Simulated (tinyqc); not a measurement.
Worked calculation (part 2 of 2): UHF in the sto-3g basis, for BeH, spin multiplicity 2. Computed by tinyqc, a small Python program that keeps every step (integrals from PySCF). Command: `OMP_NUM_THREADS=1 python tinyqc.py 21782 21783 out.jsonl` (the two numbers bound the seeds that draw the settings). One thread of a shared host (Intel(R) Xeon(R) Processor @ 2.60GHz), about 0.1 s of CPU time with the checks.

Geometry (angstrom):
```
atom,x,y,z
Be,0.000000,0.000000,0.000000
H,0.000000,0.000000,2.038000
```

## Iteration 3: diagonalisation and new density

extrapolated F(alpha) (hartree), lower triangle:
```
,1Be 1s,1Be 2s,1Be 2px,1Be 2py,1Be 2pz,2H 1s
1Be 1s,-4.556872
1Be 2s,-1.290583,-0.650010
1Be 2px,0.000000,0.000000,0.178593
1Be 2py,0.000000,0.000000,0.000000,0.178593
1Be 2pz,-0.000207,0.083830,0.000000,0.000000,-0.046818
2H 1s,-0.077400,-0.196610,0.000000,0.000000,-0.238450,-0.153381
```

extrapolated F(beta) (hartree), lower triangle:
```
,1Be 1s,1Be 2s,1Be 2px,1Be 2py,1Be 2pz,2H 1s
1Be 1s,-4.525084
1Be 2s,-1.289817,-0.417683
1Be 2px,0.000000,0.000000,0.237212
1Be 2py,0.000000,0.000000,0.000000,0.237212
1Be 2pz,0.000384,-0.128308,0.000000,0.000000,0.165415
2H 1s,-0.074443,-0.225777,0.000000,0.000000,-0.198916,-0.083103
```

X, lower triangle:
```
,1Be 1s,1Be 2s,1Be 2px,1Be 2py,1Be 2pz,2H 1s
1Be 1s,1.027161
1Be 2s,-0.138999,1.048815
1Be 2px,0.000000,0.000000,1.000000
1Be 2py,0.000000,0.000000,0.000000,1.000000
1Be 2pz,-0.004502,0.028981,0.000000,0.000000,1.037765
2H 1s,0.016995,-0.125976,0.000000,0.000000,-0.165068,1.058980
```

D(alpha) after iteration 2, lower triangle:
```
,1Be 1s,1Be 2s,1Be 2px,1Be 2py,1Be 2pz,2H 1s
1Be 1s,1.062224
1Be 2s,-0.241075,0.937275
1Be 2px,0.000000,0.000000,0.000000
1Be 2py,0.000000,0.000000,0.000000,0.000000
1Be 2pz,0.076091,-0.286257,0.000000,0.000000,0.422193
2H 1s,-0.038122,0.095926,0.000000,0.000000,0.330392,0.463486
```

D(beta) after iteration 2, lower triangle:
```
,1Be 1s,1Be 2s,1Be 2px,1Be 2py,1Be 2pz,2H 1s
1Be 1s,1.014885
1Be 2s,-0.071081,0.326872
1Be 2px,0.000000,0.000000,0.000000
1Be 2py,0.000000,0.000000,0.000000,0.000000
1Be 2pz,-0.052437,0.181483,0.000000,0.000000,0.101115
2H 1s,-0.100749,0.318895,0.000000,0.000000,0.175393,0.349954
```

overlap S, lower triangle:
```
,1Be 1s,1Be 2s,1Be 2px,1Be 2py,1Be 2pz,2H 1s
1Be 1s,1.000000
1Be 2s,0.259517,1.000000
1Be 2px,0.000000,0.000000,1.000000
1Be 2py,0.000000,0.000000,0.000000,1.000000
1Be 2pz,0.000000,0.000000,0.000000,0.000000,1.000000
2H 1s,0.014644,0.222123,0.000000,0.000000,0.300325,1.000000
```

Diagonalise F' = X^T F X, C = X C', fill 3 alpha and 2 beta electrons from the bottom; D(s) = C_occ C_occ^T; the new density keeps 0.2 of the old one (damping). Each column has its largest component positive (the first on a tie).

F' = X^T F X (alpha) (hartree), lower triangle:
```
,1,2,3,4,5,6
1,-4.453479
2,-0.667324,-0.373159
3,0.000000,0.000000,0.178593
4,0.000000,0.000000,0.000000,0.178593
5,-0.023072,0.140679,0.000000,0.000000,0.033603
6,0.025283,-0.165301,0.000000,0.000000,-0.253262,-0.042866
```

orbital energies (alpha) (hartree): MO1 -4.559845, MO2 -0.356304, MO3 -0.250415, MO4 0.178593, MO5 0.178593, MO6 0.330663

coefficients C (alpha):
```
,MO1,MO2,MO3,MO4,MO5,MO6
1Be 1s,0.992479,-0.259438,0.094209,0.000000,0.000000,-0.116149
1Be 2s,0.027801,0.887519,-0.366853,0.000000,0.000000,0.461517
1Be 2px,0.000000,0.000000,0.000000,-0.301480,0.953473,0.000000
1Be 2py,0.000000,0.000000,0.000000,0.953473,0.301480,0.000000
1Be 2pz,0.000235,-0.084935,0.627210,0.000000,0.000000,0.839319
2H 1s,-0.002816,0.366458,0.593744,0.000000,0.000000,-0.823415
```

F' = X^T F X (beta) (hartree), lower triangle:
```
,1,2,3,4,5,6
1,-4.415682
2,-0.704574,-0.121291
3,0.000000,0.000000,0.237212
4,0.000000,0.000000,0.000000,0.237212
5,0.005479,-0.075693,0.000000,0.000000,0.238252
6,0.033414,-0.200186,0.000000,0.000000,-0.230993,0.030664
```

orbital energies (beta) (hartree): MO1 -4.528335, MO2 -0.283459, MO3 0.149115, MO4 0.237212, MO5 0.237212, MO6 0.394622

coefficients C (beta):
```
,MO1,MO2,MO3,MO4,MO5,MO6
1Be 1s,0.992322,-0.174295,-0.237036,0.000000,0.000000,-0.058500
1Be 2s,0.028403,0.574267,0.861531,0.000000,0.000000,0.251433
1Be 2px,0.000000,0.000000,0.000000,-0.182310,0.983241,0.000000
1Be 2py,0.000000,0.000000,0.000000,0.983241,0.182310,0.000000
1Be 2pz,0.001581,0.312011,-0.383696,0.000000,0.000000,0.927624
2H 1s,-0.003582,0.582709,-0.479637,0.000000,0.000000,-0.771512
```

D(alpha) after iteration 3, lower triangle:
```
,1Be 1s,1Be 2s,1Be 2px,1Be 2py,1Be 2pz,2H 1s
1Be 1s,1.061403
1Be 2s,-0.237995,0.925891
1Be 2px,0.000000,0.000000,0.000000
1Be 2py,0.000000,0.000000,0.000000,0.000000
1Be 2pz,0.080304,-0.301627,0.000000,0.000000,0.404924
2H 1s,-0.041170,0.105060,0.000000,0.000000,0.339100,0.482163
```

D(beta) after iteration 3, lower triangle:
```
,1Be 1s,1Be 2s,1Be 2px,1Be 2py,1Be 2pz,2H 1s
1Be 1s,1.015042
1Be 2s,-0.071742,0.329846
1Be 2px,0.000000,0.000000,0.000000
1Be 2py,0.000000,0.000000,0.000000,0.000000
1Be 2pz,-0.052738,0.179675,0.000000,0.000000,0.098106
2H 1s,-0.104244,0.331402,0.000000,0.000000,0.180524,0.341641
```

Within a degenerate level the vectors are fixed only up to a rotation; this is one choice.

## Iteration 42 (converged): orbitals

converged F(alpha) (hartree), lower triangle:
```
,1Be 1s,1Be 2s,1Be 2px,1Be 2py,1Be 2pz,2H 1s
1Be 1s,-4.506407
1Be 2s,-1.277607,-0.595101
1Be 2px,0.000000,0.000000,0.211261
1Be 2py,0.000000,0.000000,0.000000,0.211261
1Be 2pz,-0.000925,0.121854,0.000000,0.000000,0.054613
2H 1s,-0.075650,-0.191875,0.000000,0.000000,-0.228817,-0.383484
```

converged F(beta) (hartree), lower triangle:
```
,1Be 1s,1Be 2s,1Be 2px,1Be 2py,1Be 2pz,2H 1s
1Be 1s,-4.496752
1Be 2s,-1.276731,-0.518826
1Be 2px,0.000000,0.000000,0.229755
1Be 2py,0.000000,0.000000,0.000000,0.229755
1Be 2pz,-0.000196,-0.171248,0.000000,0.000000,0.163190
2H 1s,-0.073495,-0.204267,0.000000,0.000000,-0.143018,0.135540
```

Diagonalise F' = X^T F X, C = X C', fill 3 alpha and 2 beta electrons from the bottom; D(s) = C_occ C_occ^T. Each column has its largest component positive (the first on a tie).

F' = X^T F X (alpha) (hartree), lower triangle:
```
,1,2,3,4,5,6
1,-4.402853
2,-0.668232,-0.318076
3,0.000000,0.000000,0.211261
4,0.000000,0.000000,0.000000,0.211261
5,-0.029225,0.179953,0.000000,0.000000,0.135564
6,0.023490,-0.143175,0.000000,0.000000,-0.224692,-0.300300
```

orbital energies (alpha) (hartree): MO1 -4.509391, MO2 -0.424220, MO3 -0.277475, MO4 0.211261, MO5 0.211261, MO6 0.325421

coefficients C (alpha):
```
,MO1,MO2,MO3,MO4,MO5,MO6
1Be 1s,0.992465,-0.109735,-0.248175,0.000000,0.000000,-0.126765
1Be 2s,0.027876,0.333268,0.888525,0.000000,0.000000,0.484481
1Be 2px,0.000000,0.000000,0.000000,-0.241289,0.970453,0.000000
1Be 2py,0.000000,0.000000,0.000000,0.970453,0.241289,0.000000
1Be 2pz,0.000253,0.094249,-0.456860,0.000000,0.000000,0.942051
2H 1s,-0.003227,0.846447,-0.297059,0.000000,0.000000,-0.600098
```

F' = X^T F X (beta) (hartree), lower triangle:
```
,1,2,3,4,5,6
1,-4.391543
2,-0.678939,-0.241014
3,0.000000,0.000000,0.229755
4,0.000000,0.000000,0.000000,0.229755
5,0.012502,-0.132429,0.000000,0.000000,0.219792
6,0.030831,-0.181039,0.000000,0.000000,-0.198589,0.247116
```

orbital energies (beta) (hartree): MO1 -4.499797, MO2 -0.288518, MO3 0.185879, MO4 0.229755, MO5 0.229755, MO6 0.436786

coefficients C (beta):
```
,MO1,MO2,MO3,MO4,MO5,MO6
1Be 1s,0.992441,-0.241032,-0.171793,0.000000,0.000000,0.046264
1Be 2s,0.027989,0.827730,0.634748,0.000000,0.000000,-0.217294
1Be 2px,0.000000,0.000000,0.000000,0.998633,-0.052275,0.000000
1Be 2py,0.000000,0.000000,0.000000,0.052275,0.998633,0.000000
1Be 2pz,0.002029,0.348716,-0.596912,0.000000,0.000000,-0.791929
2H 1s,-0.003703,0.280605,-0.478381,0.000000,0.000000,0.925875
```

D(alpha) after iteration 42, lower triangle:
```
,1Be 1s,1Be 2s,1Be 2px,1Be 2py,1Be 2pz,2H 1s
1Be 1s,1.058620
1Be 2s,-0.229415,0.901321
1Be 2px,0.000000,0.000000,0.000000
1Be 2py,0.000000,0.000000,0.000000,0.000000
1Be 2pz,0.103290,-0.374514,0.000000,0.000000,0.217604
2H 1s,-0.022365,0.018059,0.000000,0.000000,0.215490,0.804728
```

D(beta) after iteration 42, lower triangle:
```
,1Be 1s,1Be 2s,1Be 2px,1Be 2py,1Be 2pz,2H 1s
1Be 1s,1.043036
1Be 2s,-0.171732,0.685921
1Be 2px,0.000000,0.000000,0.000000
1Be 2py,0.000000,0.000000,0.000000,0.000000
1Be 2pz,-0.082038,0.288699,0.000000,0.000000,0.121607
2H 1s,-0.071310,0.232161,0.000000,0.000000,0.097844,0.078753
```

Within a degenerate level the vectors are fixed only up to a rotation; this is one choice.

## Convergence

Stop when the energy changes by less than 1e-08 hartree and every element of the error matrix X^T (F D S - S D F) X (for each spin) is below 3e-05.

Course of the cycle:
```
iteration,E (hartree),change,largest element of the error matrix
1,-14.42462108,-,1.81e-01
2,-14.73705014,-3.12e-01,3.55e-02
3,-14.81183579,-7.48e-02,1.84e-02
4,-14.82803581,-1.62e-02,1.53e-02
5,-14.83103921,-3.00e-03,1.46e-02
6,-14.82951610,1.52e-03,1.39e-02
7,-14.82836023,1.16e-03,1.33e-02
8,-14.82015870,8.20e-03,9.51e-03
9,-14.81637163,3.79e-03,8.51e-03
10,-14.80751309,8.86e-03,1.86e-02
11,-14.81326954,-5.76e-03,8.39e-03
12,-14.81942166,-6.15e-03,9.42e-03
13,-14.82477904,-5.36e-03,1.54e-02
14,-14.78566781,3.91e-02,1.74e-02
...,...,...,...
29,-14.75129858,5.09e-03,1.19e-02
30,-14.82755187,-7.63e-02,7.82e-03
31,-14.83985434,-1.23e-02,1.08e-02
32,-14.84735702,-7.50e-03,4.94e-03
33,-14.84902595,-1.67e-03,3.68e-03
34,-14.84954424,-5.18e-04,1.10e-03
35,-14.84968086,-1.37e-04,2.35e-04
36,-14.84971271,-3.18e-05,4.46e-05
37,-14.84971935,-6.63e-06,1.85e-05
38,-14.84972068,-1.34e-06,7.00e-06
39,-14.84972095,-2.68e-07,4.53e-06
40,-14.84972100,-5.37e-08,1.70e-06
41,-14.84972102,-1.08e-08,5.68e-07
42,-14.84972102,-2.17e-09,2.37e-07
```

PySCF UHF in the same basis, after a stability check = -14.84972102 hartree

Converged in 42 iterations.

## Populations, bond orders and dipole

Mulliken: Z minus the diagonal of D S on the atom; Loewdin: the same with S^(1/2) D S^(1/2); Mayer order: 2 sum_s sum (D(s) S)_ij (D(s) S)_ji over the two atoms.

Charges (e):
```
atom,Mulliken,Loewdin,Mulliken spin
1Be,0.031791,0.026845,0.285533
2H,-0.031791,-0.026845,0.714467
```

Mayer bond orders:
```
pair,order
2-1,0.488527
```

dipole moment about the origin, x y z (debye): 0.000000  0.000000  -0.454027

<S^2> of the determinant (pure state: 0.75) = 0.972937
